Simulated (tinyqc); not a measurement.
Slope factor and drain-induced lowering from three currents.

Inverse problem. With source and body at 0 V, I = A exp((Vg + dd Vd)/(nf Vt)) (1 - exp(-Vd/Vt)). Find nf, the swing nf Vt ln 10 and dd.

Parameters, values chosen for the exercise: temperature T = 330 K.

Constants: q = 1.602176634e-19 C, kB = 1.380649e-23 J/K, Vt = kB T/q. Results are converted to the units shown.

currents at (Vg, Vd) = (0, 0.05), (0, 1) and (0.08, 1) V (nA/um): [0.0032557577, 0.21464947, 1.5564218]

Solution. The pair at equal Vd gives nf; the pair at equal Vg, after dividing out the factors 1 - exp(-Vd/Vt), gives dd.

nf = 1.420
swing = 92.98 mV/decade
dd = 0.1700

tinyqc, about 0.03 s, one thread, Intel Xeon 2.30GHz (shared host): `OMP_NUM_THREADS=1 python tinyqc.py 2242164 2242165 out.jsonl`
